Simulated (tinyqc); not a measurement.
# Punch-through p+-n junction, ionisation integral and breakdown: effects of single changes

A p+ layer at x < 0 and an n drift layer from x = 0 to L on an n+ substrate. Depletion approximation, built-in voltage neglected. Local ionisation coefficients alpha_n = an exp(-(bn/E)^mx), alpha_p = ap exp(-(bp/E)^mx). Electrons move towards +x, holes towards x = 0.

Inputs (values chosen for the exercise); material values close to those of gallium nitride:
- eps_r = 9.68 (relative permittivity)
- an = 2.86e8 1/cm (prefactor of the electron ionisation coefficient)
- bn = 3.22e7 V/cm (field constant for electrons)
- ap = 1.37e8 1/cm (prefactor of the hole ionisation coefficient)
- bp = 2.11e7 V/cm (field constant for holes)
- mx = 1 (exponent)
- mu = 966 cm^2/(V s) (electron mobility of the drift layer)
- N = 8.2e15 cm^-3 (donor density of the drift layer)
- L = 5.5 um (thickness of the drift layer)

Constants: q = 1.602176634e-19 C, eps0 = 8.8541878128e-14 F/cm where lengths are in cm. Results are converted to the units shown.

Each table varies one quantity; the others keep the values above.

## Multiplication against voltage

W = sqrt(2 eps0 eps_r V/(q N)), peak field E0 = q N W/(eps0 eps_r), falling linearly to 0 at W; if W > L the layer is punched through: W = L, E0 = V/L + q N L/(2 eps0 eps_r), falling linearly to E1 = V/L - q N L/(2 eps0 eps_r). G(x) = integral from 0 to x of (alpha_n - alpha_p); I_n = integral of alpha_n exp(-G) (electrons injected at x = 0), I_p = integral of alpha_p exp(G(end) - G) (holes injected at the far edge); M = 1/(1 - I). Integrals on a fine grid; BV is where I_n = 1. Here BV = 1140.19 V; the Miller exponent is n = ln(1 - 1/M)/ln(V/BV).

Results:
```
V (V)	E0 (kV/cm)	I_n	I_p	M_n	M_p	Miller n, electrons	Miller n, holes
456	1.25e3	5.55e-8	2.80e-4	1.00	1.00	18.2	8.93
570	1.46e3	2.90e-6	0.00412	1.00	1.00	18.4	7.92
798	1.87e3	6.65e-4	0.150	1.00	1.18	20.5	5.31
912	2.08e3	0.00546	0.456	1.01	1.84	23.3	3.52
981	2.21e3	0.0195	0.703	1.02	3.37	26.2	2.34
1050	2.33e3	0.0812	0.899	1.09	9.86	30.5	1.30
1090	2.40e3	0.218	0.963	1.28	27.2	33.8	0.833
1120	2.46e3	0.517	0.990	2.07	98.2	36.9	0.573
```

Estimate the missing row, V = 684 V.

Computed row:
```
V (V)	E0 (kV/cm)	I_n	I_p	M_n	M_p	Miller n, electrons	Miller n, holes
684	1.67e3	5.92e-5	0.0316	1.00	1.03	19.0	6.76
```

With this row back in the table: M_n rises from 1.000 to 2.07 and M_p from 1.000 to 98.2; both diverge at BV. The Miller exponent for electrons rises from 18.2 to 36.9 and that for holes falls from 8.93 to 0.573, so one exponent describes neither over the whole range. The larger multiplication belongs to holes, whose coefficient at the peak field of the last row is 43.8 times the other.

## Effect of the drift doping

Same model as above.

Specific on-resistance Ron = L/(q mu N) with constant mobility and full ionisation.

Result of one run:
```
N (cm^-3)	BV (V)	E0 at BV (kV/cm)	W at BV (um)	Ron (mohm cm^2)	BV^2/Ron (MW/cm^2)	eps0 eps_r mu E0^3/4 (MW/cm^2)
9.3e15	1.12e3	2.52e3	5.50	0.382	3.31e3	3.32e3
```

What becomes of these results when the donor density of the drift layer N is changed from 9.3e15 to 2.5e15 cm^-3, all else the same?

Result of the changed run:
```
N (cm^-3)	BV (V)	E0 at BV (kV/cm)	W at BV (um)	Ron (mohm cm^2)	BV^2/Ron (MW/cm^2)	eps0 eps_r mu E0^3/4 (MW/cm^2)
2.5e15	1.19e3	2.29e3	5.50	1.42	996	2.49e3
```

The whole series:
```
N (cm^-3)	BV (V)	E0 at BV (kV/cm)	W at BV (um)	Ron (mohm cm^2)	BV^2/Ron (MW/cm^2)	eps0 eps_r mu E0^3/4 (MW/cm^2)
6.8e14	1.19e3	2.20e3	5.50	5.23	272	2.21e3
1.3e15	1.19e3	2.23e3	5.50	2.73	520	2.31e3
2.5e15	1.19e3	2.29e3	5.50	1.42	996	2.49e3
4.8e15	1.18e3	2.39e3	5.50	0.740	1.87e3	2.82e3
9.3e15	1.12e3	2.52e3	5.50	0.382	3.31e3	3.32e3
1.8e16	965	2.68e3	5.50	0.197	4.71e3	3.98e3
3.4e16	638	2.85e3	4.48	0.105	3.89e3	4.78e3
6.6e16	375	3.04e3	2.47	0.0538	2.61e3	5.83e3
```

BV falls from 1190 to 375 V while the critical field rises from 2200 to 3040 kV/cm. BV goes as N^(0.00) between the first two rows and N^(-0.80) between the last two (a coefficient proportional to E^7 gives -0.75 without punch-through). BV^2/Ron goes from 272 through a maximum of 4710 (at N = 1.8e16 among the rows listed) to 2610 MW/cm^2; the layer is punched through at breakdown in 6 of the 8 rows.

## Effect of the drift thickness

Same model as above.

The value eps0 eps_r mu E0^3/4 holds for a triangular field; a layer that punches through can exceed it.

Results:
```
L (um)	BV (V)	E0 at BV (kV/cm)	W at BV (um)	Ron (mohm cm^2)	BV^2/Ron (MW/cm^2)	eps0 eps_r mu E0^3/4 (MW/cm^2)
2.4	561	2.52e3	2.40	0.189	1.66e3	3.32e3
3.3	742	2.50e3	3.30	0.260	2.12e3	3.25e3
5.9	1.20e3	2.49e3	5.90	0.465	3.12e3	3.21e3
8	1.50e3	2.49e3	8.00	0.630	3.59e3	3.21e3
11	1.82e3	2.49e3	11.0	0.867	3.81e3	3.21e3
14	1.99e3	2.49e3	14.0	1.10	3.59e3	3.21e3
19	2.03e3	2.49e3	16.3	1.50	2.75e3	3.21e3
26	2.03e3	2.49e3	16.3	2.05	2.01e3	3.21e3
```

Estimate the missing row, L = 4.4 um.

Computed row:
```
L (um)	BV (V)	E0 at BV (kV/cm)	W at BV (um)	Ron (mohm cm^2)	BV^2/Ron (MW/cm^2)	eps0 eps_r mu E0^3/4 (MW/cm^2)
4.4	950	2.50e3	4.40	0.347	2.60e3	3.22e3
```

With this row back in the table: BV rises from 561 to 2030 V and saturates once L exceeds the free depleted width of 16.3 um, while Ron keeps rising as L. BV^2/Ron goes from 1660 through a maximum of 3810 (at L = 11 um among the rows listed) to 2010 MW/cm^2. The best row has L = 0.68 of that width: the last part of the triangle adds little voltage but its full share of resistance.

Computed by the program tinyqc: `OMP_NUM_THREADS=1 python tinyqc.py 2120014 2120015 out.jsonl`, one thread of a shared Intel Xeon 2.30GHz, about 0.1 s for the whole run.
